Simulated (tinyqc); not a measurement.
Current of a Schottky diode by thermionic-emission-diffusion theory, and its read-back from I-V-T and C-V data: one step, computed by the program tinyqc.

Full ionisation, no tunnelling, no recombination current. V is the voltage across the junction itself, forward positive.

Problem. Read-back from the I-V curve. N_c(T) = N_c (T/300 K)^(3/2); V_bi = phi_0 - (k_B T/e) ln(N_c(T)/N); surface field F = sqrt(2 e N (V_bi - V - k_B T/e)/(eps eps_0)); image lowering d_phi = sqrt(e F/(4 pi eps eps_0)); effective barrier phi = phi_0 - d_phi. Collection velocity v_R = A* T^2/(e N_c(T)); diffusion velocity v_D = mu F; J = e N_c(T) v_R/(1 + v_R/v_D) exp(-phi/k_B T) [exp(e V/k_B T) - 1]. Ideality n = (e/k_B T)/(d ln J/dV) by a central difference of +/- 1 mV; J_0 = J exp(-e V/(n k_B T)); apparent barrier phi_IV = k_B T ln(A* T^2/J_0); a C-V plot gives phi_CV = phi_0, the mean without lowering.

Inputs (values chosen for the exercise, modelled on p-type silicon): Richardson constant A* = 33.3 A/(cm^2 K^2); effective density of states at 300 K, N_c = 2.6e+19 1/cm^3; permittivity eps = 11.7; mobility mu = 430 cm^2/(V s); barrier without image force phi_0 = 0.569 eV; doping N = 2.2e+17 1/cm^3; junction voltage V = 0.24 V; temperature T = 423 K.

Barrier: uniform.

Constants: k_B = 8.617333262e-05 eV/K; e = 1.602176634e-19 C; eps_0 = 8.8541878128e-12 F/m.

Give: ideality factor n; extrapolated J_0; apparent barrier phi_IV; phi_CV - phi_IV.

Solution.

ideality factor n = 1.0901

extrapolated J_0 = 3.9884 A/cm^2

apparent barrier phi_IV = 0.51823 eV

phi_CV - phi_IV = 50.775 meV
